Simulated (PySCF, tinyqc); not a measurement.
Inside a calculation. Method: LCCD on RHF in the sto-3g basis, for H4, spin multiplicity 1. The lowest restricted solution is unstable here: a spin-polarised one lies 0.0054 hartree lower (PySCF). Computed by tinyqc, a small Python program that keeps every step (integrals from PySCF). Settings: charge = 0, multiplicity = 1, basis = sto-3g, method = RHF, energy threshold = 1e-10, iteration cap = 83, orthogonalisation = symmetric, start = atomic densities, DIIS depth = 6, amplitude equations = LCCD, DIIS depth for amplitudes = 6, cap on updates = 89. Command: `OMP_NUM_THREADS=1 python tinyqc.py 31341 31342 out.jsonl` (the two numbers bound the seeds that draw the settings). One thread of a shared host (Intel(R) Xeon(R) Processor @ 2.60GHz), about 0.06 s of CPU time with the checks. The early iterations of the SCF are left out here.

## One-electron integrals

Geometry (angstrom):

| atom | x | y | z |
|---|---|---|---|
| H | 0.000000 | 0.000000 | 0.000000 |
| H | 0.000000 | 0.000000 | 1.077000 |
| H | 0.000000 | 0.000000 | 2.034000 |
| H | 0.000000 | 0.000000 | 3.111000 |

Basis sto-3g: exponents (1/bohr^2) and contraction coefficients of normalised primitives:

| element | l (shell) | exponent | coefficient |
|---|---|---|---|
| H | s (1) | 3.425251 | 0.154329 |
| H | s (1) | 0.623914 | 0.535328 |
| H | s (1) | 0.168855 | 0.444635 |

Overlap, kinetic and nuclear-attraction integrals over the contracted functions; the nuclear repulsion is the sum of Za Zb / Rab.

nuclear repulsion = 2.22607205 hartree

overlap S, lower triangle:
```
          1H 1s     2H 1s     3H 1s     4H 1s
1H 1s  1.000000
2H 1s  0.452303  1.000000
3H 1s  0.112717  0.522164  1.000000
4H 1s  0.014406  0.112717  0.452303  1.000000
```

kinetic energy T (hartree), lower triangle:
```
           1H 1s      2H 1s     3H 1s     4H 1s
1H 1s   0.760032
2H 1s   0.085187   0.760032
3H 1s  -0.010480   0.128046  0.760032
4H 1s  -0.005718  -0.010480  0.085187  0.760032
```

nuclear attraction V (hartree), lower triangle:
```
           1H 1s      2H 1s      3H 1s      4H 1s
1H 1s  -2.136987
2H 1s  -0.955129  -2.499723
3H 1s  -0.232168  -1.212704  -2.499723
4H 1s  -0.028181  -0.232168  -0.955129  -2.136987
```

core Hamiltonian H = T + V (hartree), lower triangle:
```
           1H 1s      2H 1s      3H 1s      4H 1s
1H 1s  -1.376955
2H 1s  -0.869942  -1.739691
3H 1s  -0.242648  -1.084658  -1.739691
4H 1s  -0.033899  -0.242648  -0.869942  -1.376955
```

## Two-electron integrals

Functions are numbered as in S; the eight-fold symmetry (ij|kl) = (ji|kl) = (kl|ij) leaves the list below.

Two-electron integrals (ij|kl) in chemists' order, unique and non-zero (hartree):
```
(11|11) 0.774606   (21|11) 0.275184   (21|21) 0.128501   (22|11) 0.453688
(22|21) 0.275184   (22|22) 0.774606   (31|11) 0.052339   (31|21) 0.027034
(31|22) 0.066455   (31|31) 0.006516   (32|11) 0.176462   (32|21) 0.109285
(32|22) 0.329630   (32|31) 0.031083   (32|32) 0.176524   (33|11) 0.259392
(33|21) 0.158738   (33|22) 0.492271   (33|31) 0.052339   (33|32) 0.329630
(33|33) 0.774606   (41|11) 0.005003   (41|21) 0.002800   (41|22) 0.007486
(41|31) 0.000748   (41|32) 0.003928   (41|33) 0.007486   (41|41) 0.000095
(42|11) 0.029490   (42|21) 0.017691   (42|22) 0.052339   (42|31) 0.005319
(42|32) 0.031083   (42|33) 0.066455   (42|41) 0.000748   (42|42) 0.006516
(43|11) 0.093795   (43|21) 0.054298   (43|22) 0.158738   (43|31) 0.017691
(43|32) 0.109285   (43|33) 0.275184   (43|41) 0.002800   (43|42) 0.027034
(43|43) 0.128501   (44|11) 0.170093   (44|21) 0.093795   (44|22) 0.259392
(44|31) 0.029490   (44|32) 0.176462   (44|33) 0.453688   (44|41) 0.005003
(44|42) 0.052339   (44|43) 0.275184   (44|44) 0.774606
```

## Orthogonalisation

S = U s U^T; symmetric (Loewdin) form X = U s^(-1/2) U^T, so that X^T S X = 1.

eigenvalues of S: 0.307719  0.648848  1.155711  1.887722

X, lower triangle:
```
           1H 1s      2H 1s      3H 1s     4H 1s
1H 1s   1.097563
2H 1s  -0.291824   1.253525
3H 1s   0.057576  -0.374140   1.253525
4H 1s  -0.007669   0.057576  -0.291824  1.097563
```

## Iteration 10 (converged): orbitals

converged F (hartree), lower triangle:
```
           1H 1s      2H 1s      3H 1s      4H 1s
1H 1s  -0.222781
2H 1s  -0.443973  -0.349240
3H 1s  -0.151985  -0.431540  -0.349240
4H 1s   0.006238  -0.151985  -0.443973  -0.222781
```

Diagonalise F' = X^T F X, C = X C', fill 2 alpha and 2 beta electrons from the bottom; D = 2 C_occ C_occ^T. Each column has its largest component positive (the first on a tie).

F' = X^T F X (hartree), lower triangle:
```
           1          2          3          4
1  -0.019981
2  -0.453525   0.076020
3   0.065756  -0.446167   0.076020
4   0.024215   0.065756  -0.453525  -0.019981
```

orbital energies (hartree): MO1 -0.613543, MO2 -0.352485, MO3 0.247631, MO4 0.830477

coefficients C:
```
            MO1        MO2        MO3        MO4
1H 1s  0.269423   0.545885   0.740798  -0.611407
2H 1s  0.438607   0.375105  -0.470871   1.115788
3H 1s  0.438607  -0.375105  -0.470871  -1.115788
4H 1s  0.269423  -0.545885   0.740798   0.611407
```

D after iteration 10, lower triangle:
```
           1H 1s      2H 1s     3H 1s     4H 1s
1H 1s   0.741157
2H 1s   0.645869   0.666159
3H 1s  -0.173186   0.103345  0.666159
4H 1s  -0.450803  -0.173186  0.645869  0.741157
```

## Convergence

Stop when the energy changes by less than 1e-10 hartree and every element of the error matrix X^T (F D S - S D F) X is below 3e-06.

Course of the cycle:

| iteration | E (hartree) | change | largest element of the error matrix |
|---|---|---|---|
| 1 | -1.53110224 | - | 5.32e-02 |
| 2 | -2.05213166 | -5.21e-01 | 4.70e-02 |
| 3 | -2.05448172 | -2.35e-03 | 3.04e-02 |
| 4 | -2.05577658 | -1.29e-03 | 9.07e-03 |
| 5 | -2.05590646 | -1.30e-04 | 1.85e-03 |
| 6 | -2.05591094 | -4.48e-06 | 8.37e-04 |
| 7 | -2.05591162 | -6.85e-07 | 5.30e-04 |
| 8 | -2.05591208 | -4.59e-07 | 1.14e-05 |
| 9 | -2.05591208 | -1.79e-10 | 7.64e-07 |
| 10 | -2.05591208 | -7.86e-13 | 2.16e-07 |

PySCF RHF in the same basis = -2.05591208 hartree

Converged in 10 iterations.

## Integrals over molecular orbitals

(pq|rs) = sum C_ip C_jq C_kr C_ls (ij|kl), one index at a time.

one-electron integrals over orbitals h = C^T H C (hartree), lower triangle:
```
           1          2          3          4
1  -1.817401
2   0.000000  -1.498554
3   0.162722   0.000000  -1.248551
4   0.000000  -0.128230   0.000000  -0.923368
```

Two-electron integrals over orbitals (pq|rs), unique and non-zero (hartree):
```
(11|11) 0.503218    (21|21) 0.144825    (22|11) 0.422733    (22|22) 0.445429
(31|11) -0.089460   (31|22) 0.014582    (31|31) 0.106340    (32|21) 0.102426
(32|32) 0.150115    (33|11) 0.434851    (33|22) 0.441468    (33|31) -0.001298
(33|33) 0.459641    (41|21) 0.047369    (41|32) -0.047338   (41|41) 0.102000
(42|11) 0.089196    (42|22) -0.002793   (42|31) -0.096310   (42|33) -0.004057
(42|42) 0.102132    (43|21) -0.139225   (43|32) -0.104314   (43|41) -0.045618
(43|43) 0.150733    (44|11) 0.528385    (44|22) 0.450603    (44|31) -0.093000
(44|33) 0.466933    (44|42) 0.098355    (44|44) 0.585732
```

## LCCD: starting amplitudes

t_ij^ab = <ij||ab> / (e_i + e_j - e_a - e_b), whose energy is MP2.

Starting amplitudes (spin orbitals 1a, 1b, ...; amplitudes related by a flip of all spins are not repeated):

| from | to | t |
|---|---|---|
| 2a 2b | 3a 3b | -0.125071 |
| 1a 1b | 3a 3b | -0.061742 |
| 1a 2b | 3a 4b | 0.047115 |
| 2a 2b | 4a 4b | -0.043168 |
| 1a 1b | 4a 4b | -0.035318 |
| 1a 2a | 3a 4a | 0.023957 |
| 1a 2b | 3b 4a | -0.023158 |

correlation energy = -0.04696612 hartree

## LCCD: amplitude update 1

t_ij^ab D_ij^ab are set to the remaining terms of the spin-orbital equations, evaluated with the old amplitudes; for the doubles these are <ij||ab> + 1/2 <ab||ef> t_ij^ef + 1/2 <mn||ij> t_mn^ab + P(ij)P(ab) <mb||ej> t_im^ae, D the orbital-energy denominators (linear CCD).

Amplitudes after update 1 (spin orbitals 1a, 1b, ...; amplitudes related by a flip of all spins are not repeated):

| from | to | t |
|---|---|---|
| 2a 2b | 3a 3b | -0.186981 |
| 1a 2b | 3a 4b | 0.071902 |
| 1a 1b | 3a 3b | -0.071759 |
| 1a 1b | 4a 4b | -0.046767 |
| 2a 2b | 4a 4b | -0.045867 |
| 1a 2b | 3b 4a | -0.041739 |
| 1a 2a | 3a 4a | 0.030163 |

correlation energy = -0.06590990 hartree

## LCCD: amplitude update 2

As before.

Amplitudes after update 2 (spin orbitals 1a, 1b, ...; amplitudes related by a flip of all spins are not repeated):

| from | to | t |
|---|---|---|
| 2a 2b | 3a 3b | -0.223433 |
| 1a 2b | 3a 4b | 0.083027 |
| 1a 1b | 3a 3b | -0.072376 |
| 1a 1b | 4a 4b | -0.053138 |
| 1a 2b | 3b 4a | -0.049570 |
| 2a 2b | 4a 4b | -0.044450 |
| 1a 2a | 3a 4a | 0.033457 |

correlation energy = -0.07515955 hartree

## LCCD: convergence

E_corr = 1/4 sum <ij||ab> t_ij^ab; stop when the norm of the change is below 1e-8.

Course of the amplitude iterations:

| update | correlation energy (hartree) | norm of the change |
|---|---|---|
| 0 | -0.04696612 | - |
| 1 | -0.06590990 | 1.56e-01 |
| 2 | -0.07515955 | 8.40e-02 |
| 3 | -0.08557267 | 4.74e-02 |
| 4 | -0.08563205 | 6.98e-03 |
| 5 | -0.08566561 | 4.76e-04 |
| 6 | -0.08566863 | 3.09e-05 |
| 7 | -0.08566858 | 2.01e-06 |
| 8 | -0.08566858 | 1.61e-08 |
| 9 | -0.08566858 | 4.41e-09 |

Converged amplitudes (spin orbitals 1a, 1b, ...; amplitudes related by a flip of all spins are not repeated):

| from | to | t |
|---|---|---|
| 2a 2b | 3a 3b | -0.274874 |
| 1a 2b | 3a 4b | 0.095390 |
| 1a 1b | 3a 3b | -0.063263 |
| 1a 1b | 4a 4b | -0.061699 |
| 1a 2b | 3b 4a | -0.055712 |
| 1a 2a | 3a 4a | 0.039678 |
| 2a 2b | 4a 4b | -0.037701 |

LCCD total energy = -2.14158067 hartree

Converged in 9 updates, with DIIS from the third.
